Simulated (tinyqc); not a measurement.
Energy and delay of logic against supply voltage: two steps of the calculation.

One expression serves below and above threshold: I(Vg) = Ik [ln(1 + exp((Vg - VT + dd V)/(al nf Vt)))]^al, with I_on = I(V) and I_off = I(0). Gate delay td = kd C V/I_on, clock period LD td. Per gate and cycle the switching energy is act C V^2 and the leakage energy I_off V LD td. No short-circuit current, no variation. Minima are sought above 0.09 V; below a few Vt gates no longer switch and the model has no meaning.

Values chosen for this exercise; values of the order met in logic technologies: temperature T = 358 K; threshold voltage at zero drain bias VT = 0.28 V; slope factor nf = 1.16; barrier lowering per volt of supply dd = 0.09; specific current of a gate Ik = 0.35 uA; exponent of the current law al = 1.74; load capacitance of a gate C = 3.2 fF; delay factor kd = 0.8; logic depth LD = 60; activity factor act = 0.3; supply voltage V = 0.33 V.

Constants: q = 1.602176634e-19 C, kB = 1.380649e-23 J/K, Vt = kB T/q. Results are converted to the units shown.

Problem 1. Currents, delay and energies. I_on, I_off, td, clock frequency 1/(LD td), both energies and their sum.

Wanted: I_on; I_off; td; clock frequency; switching energy; leakage energy; energy.

Solution 1.

I_on = 0.7296 uA
I_off = 0.3160 nA
td = 1158 ps
clock frequency = 0.01439 GHz
switching energy = 104.5 aJ
leakage energy = 7.245 aJ
energy = 111.8 aJ

I_on/I_off = 2310; leakage makes up 6.48 % of the energy.

Problem 2. New V. Minimum-energy supply: E(V) is the energy per gate and cycle; with h = 0.001 V, E' = (E(V + h) - E(V - h))/(2 h), E'' = (E(V - h) - 2 E(V) + E(V + h))/h^2, V(new) = V - E'/E''.

V after iteration 2 = 0.20193944 V

Wanted: E'; E''; V after iteration 3.

Solution 2.

E' = -10.67 aJ/V
E'' = 7654 aJ/V^2
V after iteration 3 = 0.2033 V

Numbers from tinyqc (`OMP_NUM_THREADS=1 python tinyqc.py 2082061 2082062 out.jsonl`; about 0.01 s on one thread of a shared Intel Xeon 2.30GHz).
